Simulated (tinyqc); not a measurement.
Deep-level transient spectroscopy (DLTS) of one majority-carrier trap: one step, computed by the program tinyqc. Command: `OMP_NUM_THREADS=1 python tinyqc.py 3019487 3019488 out.jsonl dlts walk`. One thread of a shared host (Intel(R) Xeon(R) Processor @ 2.30GHz), about 0.07 s of CPU time with the checks.

A filling pulse loads the traps in a one-sided junction; under reverse bias they empty at the rate e, and the capacitance relaxes as C(t) = C_0 - dC exp(-e t). The signal is S = [C(t_2) - C(t_1)]/dC.

Task: Signal size and trap density. W = sqrt(2 eps eps_0 (V_b + V_r)/(e N)), C_0 = eps eps_0 area/W. The pulse goes to zero bias, W_0 = W(V_r = 0). Traps within lambda = sqrt(2 eps eps_0 (E_t - E_F)/(e^2 N)) of the depletion edge stay filled, with E_F = k_B T_p ln(N_b/N) from the band, N_b = 2 M (2 pi m k_B T_p/h^2)^(3/2) (dopants taken as fully ionised). dC = C_0 (N_t/2N) f, f = [(W - lambda)^2 - max(W_0 - lambda, 0)^2]/W^2. The simple estimate is 2 N dC/C_0.

Inputs (values chosen for the exercise, with mass and screening modelled on silicon): density-of-states mass m = 0.316 m_0; valleys M = 6; trap depth E_t = 0.315 eV; temperature T = 150 K; doping N = 6.3e+16 cm^-3; trap density N_t = 1.8e+14 cm^-3; dielectric constant eps = 11.7; built-in voltage V_b = 0.89 V; reverse bias V_r = 8.4 V; diode area = 0.002 cm^2.

Carriers: electrons. Extra term: Poole-Frenkel lowering.

peak temperature T_p = 140.3937 K

Constants: eps_0 = 8.8541878128e-12 F/m; e = 1.602176634e-19 C; k_B = 8.617333262e-05 eV/K; m_0 = 9.1093837015e-31 kg; k_B = 1.380649e-23 J/K; h = 6.62607015e-34 J s.

Give: depletion width W; C_0; lambda; f; transient amplitude dC; simple estimate of N_t.

Result:

depletion width W = 0.4367 micrometre

C_0 = 47.45 pF

lambda = 0.07243 micrometre

f = 0.6751

transient amplitude dC = 45.76 fF

simple estimate of N_t = 1.215e+14 cm^-3

The simple estimate finds 68 % of the traps.
